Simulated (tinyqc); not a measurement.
The scattering mechanism: Boltzmann transport in a parabolic band with a power-law relaxation time.

F_j(eta) = (1/Gamma(j + 1)) integral_0^infinity x^j dx/(1 + exp(x - eta)), which tends to exp(eta) for eta << 0.

tau = tau0 x^r with x = E/kT. With K_j = Gamma(j + 1) F_j(eta): <tau> = tau0 (r + 3/2) K_(r+1/2)/((3/2) K_(1/2)); mu = <tau>/(mc m0/e), m0/e = 5.685630e-12 kg/C; Hall factor rH = (3/2) K_(1/2) (2r + 3/2) K_(2r+1/2)/((r + 3/2) K_(r+1/2))^2; Seebeck S = -(kB/e) [(r + 5/2) K_(r+3/2)/((r + 3/2) K_(r+1/2)) - eta]; Lorenz number L = (kB/e)^2 [(r + 7/2) K_(r+5/2)/((r + 3/2) K_(r+1/2)) - ((r + 5/2) K_(r+3/2)/((r + 3/2) K_(r+1/2)))^2]; kB/e in V/K. Valley anisotropy is left out of rH.

Constants: kB = 8.617333262e-05 eV/K.
eta = 1.29010

Same eta for each exponent.

Results:

| r | mechanism | <tau>/tau0 | rH | S (microvolt/K) | L (1e-8 W ohm/K^2) |
|---|---|---|---|---|---|
| -0.5 | acoustic phonons | 0.609 | 1.097 | -138.2 | 1.761 |
| 0.0 | a constant relaxation time | 1.000 | 1.000 | -173.9 | 1.988 |
| 0.5 | polar optical or piezoelectric scattering | 1.764 | 1.063 | -208.8 | 2.241 |
| 1.5 | ionised impurities | 6.551 | 1.569 | -278.8 | 2.822 |

What can be read from this table?

From r = -1/2 to 3/2 |S| grows by 140.6 microvolt/K, against 2 kB/e = 172.3 in the non-degenerate limit: scattering that favours fast electrons raises the mean energy carried. rH is 1 only for constant tau and reaches 1.569 for r = 3/2; L spans 1.761 to 2.822 against the metallic 2.443.

Run: tinyqc, `OMP_NUM_THREADS=1 python tinyqc.py 1652259 1652260 out.jsonl`; Intel(R) Xeon(R) Processor @ 2.30GHz, one thread, shared host; about 0.02 s of CPU time with all checks.
